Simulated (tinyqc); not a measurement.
# Long-channel MOSFET, surface-potential model, step by step

Numbers from tinyqc (`OMP_NUM_THREADS=1 python tinyqc.py 2360161 2360162 out.jsonl`; about 0.06 s on one thread of a shared Intel Xeon 2.30GHz). Printed values are rounded.

n-channel transistor on a uniformly doped p-type body, gradual-channel approximation, constant mobility, Boltzmann statistics, full ionisation. Potentials are counted from the neutral body; V is the electron quasi-Fermi potential, Vsb at the source and Vsb + Vds at the drain. Charges are magnitudes per area.

Values chosen for this exercise; material values close to those of gallium nitride: temperature T = 300 K; band gap Eg = 3.44 eV; relative permittivity of the semiconductor eps_r = 9.34; conduction-band density of states at T Nc = 2.33e18 cm^-3; valence-band density of states at T Nv = 4.6e19 cm^-3; acceptor density of the body Na = 2.4e16 cm^-3; relative permittivity of the gate insulator eox = 3.96; insulator thickness tox = 2.9 nm; flat-band voltage Vfb = -1.97 V; channel mobility mu = 680 cm^2/(V s); gate width W = 5 um; gate length L = 0.5 um; source-body reverse bias Vsb = 2 V; gate-source voltage Vgs = 1.24 V; drain-source voltage Vds = 0.05 V.

Constants: q = 1.602176634e-19 C, kB = 1.380649e-23 J/K, Vt = kB T/q, eps0 = 8.8541878128e-14 F/cm where lengths are in cm. Results are converted to the units shown.

## Body potential, insulator capacitance and body factor

ni = sqrt(Nc Nv) exp(-Eg/(2 Vt)), Eg in volts; phiF = Vt ln(Na/ni); Cox = eps0 eox/tox; gamma = sqrt(2 q eps0 eps_r Na)/Cox. VT = Vfb + 2 phiF + gamma sqrt(2 phiF + Vsb), m = 1 + gamma/(2 sqrt(2 phiF + Vsb)).

ni = 1.31925e-10 cm^-3
phiF = 1.56316 V
Cox = 1.20905 uF/cm^2
gamma = 0.0659596 V^0.5
VT = 1.30566 V
m = 1.01457

## Iteration 1: surface potential at the source by Newton steps

psi at the start (the smaller of 2 phiF + Vsb + 4 Vt and the root without inversion charge) = 5.06198 V

With V = Vsb: G = psi - Vt + Vt e, e = exp((psi - 2 phiF - Vsb)/Vt); f = Vgs + Vsb - Vfb - psi - gamma sqrt(G); f' = -1 - gamma (1 + e)/(2 sqrt(G)); psi(new) = psi - f/f'.

G = 5.03827 V
f = -3.34776e-5 V
f' = -1.01591
psi after iteration 1 = 5.06195 V

## Course of the iteration: surface potential at the source by Newton steps

Stop when psi changes by less than 1e-10 V, or after 40 iterations.

Course of the iteration:
```
iteration  psi (V)  |change| (V)
1          5.06195       3.30e-5
2          5.06195      2.43e-11
```

Converged in 2 iterations. The change falls from 3.3e-5 in the first iteration to below the tolerance in the last.

## Charges and current of the charge-sheet model

psi_0 = 5.06195 V
psi_L = 5.06197 V

psi_0 and psi_L solve Vgs + Vsb - Vfb - psi = gamma sqrt(G) at V = Vsb and Vsb + Vds. Qi = Cox gamma [sqrt(G) - sqrt(psi - Vt)], G = psi - Vt + Vt exp((psi - 2 phiF - V)/Vt), at both ends. With U = Vgs + Vsb - Vfb: drift = mu (W/L) Cox [U (psi_L - psi_0) - (psi_L^2 - psi_0^2)/2 - (2/3) gamma ((psi_L - Vt)^1.5 - (psi_0 - Vt)^1.5)]; diffusion = mu (W/L) Vt (Qi0 - QiL).

Qi0 = 0.0380869 nC/cm^2
QiL = 0.00551185 nC/cm^2
drift current = 3.93601e-6 uA
diffusion current = 0.00572649 uA
drain current = 0.00573042 uA

Drift carries 0.0687 % of the current.

## Inversion charge along the channel

V, point 0 to 8 (V): [2, 2.00625, 2.01250, 2.01875, 2.025, 2.03125, 2.03750, 2.04375, 2.05]

The surface potential psi at channel potential V solves Vgs + Vsb - Vfb - psi = gamma sqrt(G), G = psi - Vt + Vt exp((psi - 2 phiF - V)/Vt). Charge sheet: Qi = Cox gamma [sqrt(G) - sqrt(psi - Vt)]. Pao-Sah: Qi = (Cox gamma/2) integral from 3 Vt to psi of exp((u - 2 phiF - V)/Vt)/sqrt(G(u, V)) du.

psi, point 0 to 8 (V): [5.06195, 5.06195, 5.06196, 5.06196, 5.06197, 5.06197, 5.06197, 5.06197, 5.06197]
Qi, charge sheet, point 0 to 8 (nC/cm^2): [0.0380869, 0.0299159, 0.0234964, 0.0184536, 0.0144926, 0.0113814, 0.00893793, 0.00701892, 0.00551185]
Qi, Pao-Sah, point 0 to 8 (nC/cm^2): [0.0381854, 0.0299933, 0.0235572, 0.0185014, 0.0145300, 0.0114108, 0.00896105, 0.00703707, 0.00552610]

At the source the charge-sheet charge is 0.26 % below the Pao-Sah one.

## Pao-Sah current by Simpson's rule

I = mu (W/L) integral of Qi dV; Simpson's rule on the 9 points, step Vds/8, weights 1, 4, 2, ..., 4, 1 times step/3.

Pao-Sah current = 0.00574569 uA

Gauss-Legendre quadrature on many points gives 0.005746 uA, so this value is within 0.01 % of it; the charge-sheet current, 0.005730 uA, is 0.26 % below it.
